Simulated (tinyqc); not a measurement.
Inside a calculation. Method: Hubbard chain of 4 sites. One step of it, computed by the program tinyqc.

Problem. The many-body Hamiltonian. Basis: all placements (u, d, 2, 0 on each site), up operators ordered before down ones; hops carry the sign of the same-spin electrons passed.

one-body matrix (hopping and site energies) (eV), lower triangle:
```
           1          2          3         4
1   0.000000
2  -1.240000   0.000000
3   0.000000  -1.240000   0.000000
4   0.000000   0.000000  -1.240000  0.000000
```

U = 10.500000 eV

electrons, up and down: 1  1

Give: H.

Solution.

H (eV), lower triangle:
```
        2000    ud00    u0d0    u00d    du00    0200    0ud0    0u0d
2000  10.500
ud00  -1.240   0.000
u0d0   0.000  -1.240   0.000
u00d   0.000   0.000  -1.240   0.000
du00  -1.240   0.000   0.000   0.000   0.000
0200   0.000  -1.240   0.000   0.000  -1.240  10.500
0ud0   0.000   0.000  -1.240   0.000   0.000  -1.240   0.000
0u0d   0.000   0.000   0.000  -1.240   0.000   0.000  -1.240   0.000
d0u0   0.000   0.000   0.000   0.000  -1.240   0.000   0.000   0.000
0du0   0.000   0.000   0.000   0.000   0.000  -1.240   0.000   0.000
0020   0.000   0.000   0.000   0.000   0.000   0.000  -1.240   0.000
00ud   0.000   0.000   0.000   0.000   0.000   0.000   0.000  -1.240
d00u   0.000   0.000   0.000   0.000   0.000   0.000   0.000   0.000
0d0u   0.000   0.000   0.000   0.000   0.000   0.000   0.000   0.000
00du   0.000   0.000   0.000   0.000   0.000   0.000   0.000   0.000
0002   0.000   0.000   0.000   0.000   0.000   0.000   0.000   0.000

        d0u0    0du0    0020    00ud    d00u    0d0u    00du    0002
d0u0   0.000
0du0  -1.240   0.000
0020   0.000  -1.240  10.500
00ud   0.000   0.000  -1.240   0.000
d00u  -1.240   0.000   0.000   0.000   0.000
0d0u   0.000  -1.240   0.000   0.000  -1.240   0.000
00du   0.000   0.000  -1.240   0.000   0.000  -1.240   0.000
0002   0.000   0.000   0.000  -1.240   0.000   0.000  -1.240  10.500
```
